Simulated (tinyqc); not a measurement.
MESFET, gradual channel with velocity saturation: two steps of the calculation.

A uniformly doped n-type channel, depleted from the top by a Schottky gate; at channel potential V the depleted share of a is u = sqrt((Vbi - Vg + V)/Vp), s at the source. Electrons drift with v = mu E/(1 + mu E/vsat). Abrupt depletion edge, no series resistance, source at 0.

Parameters, values chosen for the exercise:
- Vg = -0.6 V (gate voltage)
- Vd = 0.36 V (drain voltage)

Problem 1. Current below saturation. u = sqrt((Vbi - Vg + Vd)/Vp). I = (G0 Vp/3) F/(1 + Z (u^2 - s^2)), F = 3 (u^2 - s^2) - 2 (u^3 - s^3), with u at V = Vd; Z = 0 gives constant mobility, for which u stops at 1.

Vbi = 0.72646563 V
Vp = 1.8191899 V
G0 = 16.423913 mS
Z = 1.0563038
s = 0.85390388

Give: u; F; I for Z = 0; I.

Solution 1.

u = 0.9628
F = 0.05375
I for Z = 0 = 0.5354 mA
I = 0.4428 mA

The falling mobility lowers the current by 17.3 %.

Problem 2. The saturation point by Newton steps. a is the channel (half-)thickness, Vp its pinch-off voltage and Z = mu Vp/(vsat L); an iterate with u > 1 is an overshoot, not a physical state. f = (1 - u)(1 + Z (u^2 - s^2)) - Z F/3, F = 3 (u^2 - s^2) - 2 (u^3 - s^3); f' = -(1 + Z (u^2 - s^2)); u(new) = u - f/f'.

u at the start = 1
Z = 1.0563038
s = 0.85390388

Wanted: f; f'; u after iteration 1.

Solution 2.

f = -0.02035
f' = -1.286
u after iteration 1 = 0.9842

Program tinyqc, `OMP_NUM_THREADS=1 python tinyqc.py 2500007 2500008 out.jsonl`; Intel Xeon 2.30GHz, shared host, one thread, about 0.04 s.
